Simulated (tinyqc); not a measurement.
# Fully depleted semiconductor-on-insulator film with two gates, non-linear Poisson equation by Newton steps: effects of single changes

One dimension across the film, front interface at x = 0, back interface at x = ts. psi is counted from the intrinsic level, n = ni exp(psi/Vt) (source grounded), holes neglected, acceptors ionised. Gates act through Cox = eps0 eox/tox and Cbox = 3.9 eps0/tb with potentials G1 = Vg - (phiM - chi - Vt ln(Nc/ni)) and G2 = Vb - (phiB - chi - Vt ln(Nc/ni)). Classical Boltzmann densities, no interface charge, no depletion in the back plane.

Parameters, values chosen for the exercise; band and dielectric values close to those of In0.53Ga0.47As: temperature T = 250 K; band gap Eg = 0.748 eV; relative permittivity eps_r = 13.9; conduction-band density of states at T Nc = 1.6e17 cm^-3; valence-band density of states at T Nv = 5.87e18 cm^-3; electron affinity chi = 4.56 eV; relative permittivity of the gate insulator (close to aluminium oxide) eox = 8.97; insulator thickness tox = 6.7 nm; film thickness ts = 24 nm; buried-oxide thickness (eps_r 3.9) tb = 47 nm; acceptor density of the film Na = 3.2e17 cm^-3; work function of the front gate phiM = 4.79 eV; work function of the back plane phiB = 5.06 eV; back-gate voltage Vb = 0 V.

Constants: q = 1.602176634e-19 C, kB = 1.380649e-23 J/K, Vt = kB T/q, eps0 = 8.8541878128e-14 F/cm where lengths are in cm. Results are converted to the units shown.

Each table varies one quantity; the others keep the values above.

## Charge against front-gate voltage

ni = sqrt(Nc Nv) exp(-Eg/(2 Vt)), Eg in volts. The Poisson equation eps0 eps_r d2psi/dx2 = q (n + Na), with -eps0 eps_r dpsi/dx = Cox (G1 - psi) at x = 0 and eps0 eps_r dpsi/dx = Cbox (G2 - psi) at x = ts, is solved on 300 equal intervals with half boxes at both ends; N_inv is the trapezoid sum of n. Swing = ln 10/(d ln N_inv/dVg); the last column is (dN_inv/dVb)/(dN_inv/dVg).

Charge against front-gate voltage:

| Vg (V) | psi front (V) | psi back (V) | N_inv (cm^-2) | centroid/ts | swing (mV/decade) | q dN_inv/dVg over Cox | back/front leverage |
|---|---|---|---|---|---|---|---|
| 0 | -9.83e-4 | -0.126 | 6.35e3 | 0.118 | 53.1 | 3.72e-8 | 0.0700 |
| 0.15 | 0.141 | -0.00200 | 4.28e6 | 0.104 | 53.0 | 2.51e-5 | 0.0681 |
| 0.3 | 0.283 | 0.122 | 2.86e9 | 0.0930 | 53.9 | 0.0165 | 0.0666 |
| 0.45 | 0.388 | 0.207 | 2.99e11 | 0.0796 | 153 | 0.609 | 0.0642 |
| 0.6 | 0.424 | 0.226 | 1.13e12 | 0.0646 | 423 | 0.832 | 0.0615 |
| 0.75 | 0.444 | 0.231 | 2.09e12 | 0.0543 | 729 | 0.894 | 0.0599 |
| 0.9 | 0.457 | 0.234 | 3.10e12 | 0.0471 | 1.05e3 | 0.922 | 0.0590 |
| 1.05 | 0.467 | 0.236 | 4.14e12 | 0.0418 | 1.37e3 | 0.938 | 0.0584 |
| 1.2 | 0.476 | 0.237 | 5.18e12 | 0.0377 | 1.70e3 | 0.949 | 0.0580 |

Read the table: what changes, and by how much?

N_inv passes 1e11 cm^-2 at Vg = 0.396 V. The swing starts at 53.1 mV a decade, against (1 + k) Vt ln 10 = 52.3 for a front channel with k = Cs Cbox/(Cox (Cs + Cbox)) = 0.0542, Cs = eps0 eps_r/ts; above threshold this column is no longer a subthreshold swing. The centroid falls from 0.118 to 0.0377 of ts and the leverage of the back gate falls from 0.0700 to 0.0580. For Vg = 0.45, 0.6, 0.75, 0.9, 1.05, 1.2 the density at an interface exceeds 0.3 Nc, where Boltzmann statistics fail. In every row the classical centroid lies within 3 nm of an interface, where confinement, left out, would push it away.

## Threshold and coupling against the insulator thickness

VT is the Vg for N_inv = 1e11 cm^-2; -dVT/dVb from the linearised equation. Limits with Cs = eps0 eps_r/ts: front channel Cs Cbox/(Cox (Cs + Cbox)), back channel Cbox (Cox + Cs)/(Cox Cs). Swing at N_inv = 1e8 cm^-2.

The same in every row: centroid/ts at VT = 0.0856.

Threshold and coupling against the insulator thickness:

| tox (nm) | VT (V) | -dVT/dVb | front-channel limit | back-channel limit | swing (mV/decade) |
|---|---|---|---|---|---|
| 3.4 | 0.327 | 0.0384 | 0.0275 | 0.175 | 51.6 |
| 4.7 | 0.354 | 0.0490 | 0.0380 | 0.187 | 52.2 |
| 6.7 | 0.396 | 0.0654 | 0.0542 | 0.205 | 53.0 |
| 9.5 | 0.454 | 0.0883 | 0.0769 | 0.231 | 54.1 |
| 13 | 0.527 | 0.117 | 0.105 | 0.264 | 55.6 |
| 19 | 0.652 | 0.166 | 0.154 | 0.319 | 58.0 |
| 27 | 0.818 | 0.232 | 0.218 | 0.393 | 61.3 |

As tox goes from 3.4 to 27, VT rises from 0.327 to 0.818 V, the centroid stays at 0.0856 of ts and -dVT/dVb rises from 0.0384 to 0.232. The coupling covers 7.37 % of the way from the front-channel to the back-channel limit in the first row and 7.55 % in the last.

Program tinyqc, `OMP_NUM_THREADS=1 python tinyqc.py 2190017 2190018 out.jsonl`; Intel Xeon 2.30GHz, shared host, one thread, about 0.4 s.
